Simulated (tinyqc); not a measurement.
Thin (001) film in sp3s* tight binding with raised dangling bonds: one step. The two blocks of the small film.

Planes alternate anion (a), cation (c) along [001], a/4 apart, starting with an anion; zero in-plane momentum; levels counted from the bulk Ev, the lower root of [[Epa, Vxx], [Vxx, Epc]]; no spin-orbit coupling. Block of s, pz, s*: from an anion to the cation above, Vss/2 (s,s), Vsapc/2 (s,z), -Vscpa/2 (z,s), Vxx/2 (z,z), Vxapc/2 (s*,z), -Vpaxc/2 (z,s*); to the cation below the same with the s-z and s*-z signs reversed. Block of u = (px + py)/sqrt2 and v = (px - py)/sqrt2: to the cation above (Vxx + Vxy)/2 for u and (Vxx - Vxy)/2 for v, to the cation below the reverse. Each surface atom has two dangling sp3 hybrids; raising both by dl adds (dl/2) [[1, t], [t, 1]] to its s, pz levels (t = -1 at the bottom face, +1 at the top) and dl to the one of u, v in whose plane the missing bonds lie (v for a bottom anion or a top cation, u for a top anion).

Parameters, chosen for this exercise (out of a larger set: near a published set for SiC, fitted to gaps, whose masses and valley positions are rough; not measured data): p = (-8.422, 2.119, -4.857, 4.331, 9.618, 9.326, -12.447, 3.033, 5.937, 9.496, 9.213, 8.727, 4.4) eV (order Esa, Epa, Esc, Epc, Exa, Exc, Vss, Vxx, Vxy, Vsapc, Vscpa, Vxapc, Vpaxc); N = 4 (atomic planes in the small film); dl = 10 eV (shift of the dangling hybrids).

Task: Fill them in.

Give: s, pz, s* block; u, v block.

Result:

s, pz, s* block (eV):
```
        sa1     za1    *a1     sc2     zc2     *c2     sa3     za3     *a3     sc4    zc4     *c4
sa1  -3.419  -5.000      0  -6.223   4.748       0       0       0       0       0      0       0
za1  -5.000   7.122      0  -4.606   1.516  -2.200       0       0       0       0      0       0
*a1       0       0  9.621       0   4.364       0       0       0       0       0      0       0
sc2  -6.223  -4.606      0  -4.854       0       0  -6.223   4.606       0       0      0       0
zc2   4.748   1.516  4.364       0   4.334       0  -4.748   1.516  -4.364       0      0       0
*c2       0  -2.200      0       0       0   9.329       0   2.200       0       0      0       0
sa3       0       0      0  -6.223  -4.748       0  -8.419       0       0  -6.223  4.748       0
za3       0       0      0   4.606   1.516   2.200       0   2.122       0  -4.606  1.516  -2.200
*a3       0       0      0       0  -4.364       0       0       0   9.621       0  4.364       0
sc4       0       0      0       0       0       0  -6.223  -4.606       0   0.146  5.000       0
zc4       0       0      0       0       0       0   4.748   1.516   4.364   5.000  9.334       0
*c4       0       0      0       0       0       0       0  -2.200       0       0      0   9.329
```

u, v block (eV):
```
       ua1     va1     uc2     vc2     ua3     va3    uc4     vc4
ua1  2.122       0   4.485       0       0       0      0       0
va1      0  12.122       0  -1.452       0       0      0       0
uc2  4.485       0   4.334       0  -1.452       0      0       0
vc2      0  -1.452       0   4.334       0   4.485      0       0
ua3      0       0  -1.452       0   2.122       0  4.485       0
va3      0       0       0   4.485       0   2.122      0  -1.452
uc4      0       0       0       0   4.485       0  4.334       0
vc4      0       0       0       0       0  -1.452      0  14.334
```

Computed by tinyqc, a small Python program: `OMP_NUM_THREADS=1 python tinyqc.py 1452053 1452054 out.jsonl` (the numbers bound the seed that draws the inputs); one thread of a shared host (Intel(R) Xeon(R) Processor @ 2.30GHz), about 0.4 s for the whole set of steps.
